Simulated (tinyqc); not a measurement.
Convergence with cell size: Koster-Slater impurity in a tight-binding band, by Green functions and by supercells. Computed by tinyqc, a small Python program. Command: `OMP_NUM_THREADS=1 python tinyqc.py 3002379 3002380 out.jsonl kosterslater walk`. One thread of a shared host (Intel(R) Xeon(R) Processor @ 2.30GHz), about 0.04 s of CPU time with the checks.

One orbital per site, e(k) = -2 t sum cos(k_i) over 2 direction(s), band from -4 t to 4 t, lattice constant 1. One site has the extra energy U. Spin is left out.

Inputs (values chosen for the exercise, for a model band): hopping t = 0.78 eV; impurity potential U = -3.15 eV.

Lattice: square.

Method:
- Outside the band G0(E) = (2/(pi E)) K(m), m = 16 t^2/E^2, K the complete elliptic integral with parameter m.
- A bound state solves 1/U = G0(E).
- Bisection in ln(distance from the edge) between 1e-5 t and |U| + t. Weight on the impurity site: -1/(U^2 dG0/dE), by a central difference with step min(1e-4 t, distance/30). Decay length along an axis: 1/arccosh(1 + distance/(2 t)).
- In a periodic cell of N sites along each direction with Bloch vector K, the level solves 1/U = N^-d sum_k 1/(E - e(k)), k_i = (2 pi m_i + K_i)/N, m_i = 0..N-1; the outermost root on the side of U is taken (bisection). d is the number of directions. Gamma means K_i = 0, the zone corner K_i = pi, the quarter point K_i = pi/2.
- Even N; errors against the isolated level E_b, set to 0 below 1e-6 t.

level E_b = -3.95759 eV

decay length = 1.00529 sites

Error of the level (eV):
```
N   sites        Gamma      corner  quarter point
2       4  -5.9141e-01  8.0759e-01     6.3239e-02
4      16  -6.5402e-02  6.3239e-02     8.3356e-04
6      36  -7.4312e-03  6.9517e-03     1.2902e-05
8      64  -8.6594e-04  8.3356e-04              0
12    144  -1.3000e-05  1.2902e-05              0
16    256            0           0              0
```

What follows from these numbers?

The error at Gamma falls exponentially, between the last two resolved rows by exp(-1.050) per site against 1/(decay length) = 0.995; the rest is the power-law prefactor of the Green function. Gamma and the corner err in opposite directions. Among the sizes listed an error below 1 meV is first reached at N = 8 at Gamma; at the quarter point N = 4 is enough.

Extremes, crossings and ranges named in words are read from the listed rows.
